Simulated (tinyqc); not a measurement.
## Band offsets from two capacitances

Question. A p-n heterojunction (1: p-type, 2: n-type) in the depletion approximation obeys 1/C^2 = 2 (er1 N1 + er2 N2)(Vbi - V)/(q eps0 er1 er2 N1 N2), with Vbi = dEc + Eg1 - Vt ln(Nc2 Nv1/(N1 N2)), dEc = Ec2 - Ec1 and dEv = Eg2 - Eg1 - dEc. Find N2, Vbi, dEc and dEv.

Values chosen for this exercise; band and dielectric values close to those of CdS and CdTe:
```
symbol    value   unit                                          meaning
T           250      K                                      temperature
Eg1        2.45     eV                           band gap of material 1
er1        8.92                     relative permittivity of material 1
Nv1     1.36e19  cm^-3     valence-band density of states of material 1
Eg2        1.52     eV                           band gap of material 2
er2        10.1                     relative permittivity of material 2
Nc2     6.13e17  cm^-3  conduction-band density of states of material 2
N1       3.5e17  cm^-3                   acceptor density of material 1
```

Constants: q = 1.602176634e-19 C, kB = 1.380649e-23 J/K, Vt = kB T/q, eps0 = 8.8541878128e-14 F/cm where lengths are in cm. Results are converted to the units shown.

C at V = -0.1 and -5.4 V (nF/cm^2): 39.935004  22.620358

Answer. The slope of 1/C^2 against -V is (2/(q eps0)) (1/(er2 N2) + 1/(er1 N1)), which gives N2; the intercept is Vbi, and the offsets follow.

N2 = 6.80e16 cm^-3
Vbi = 2.40 V
dEc = 0.0800 eV
dEv = -1.01 eV

Numbers from tinyqc (`OMP_NUM_THREADS=1 python tinyqc.py 2040067 2040068 out.jsonl`; about 0.04 s on one thread of a shared Intel Xeon 2.30GHz).
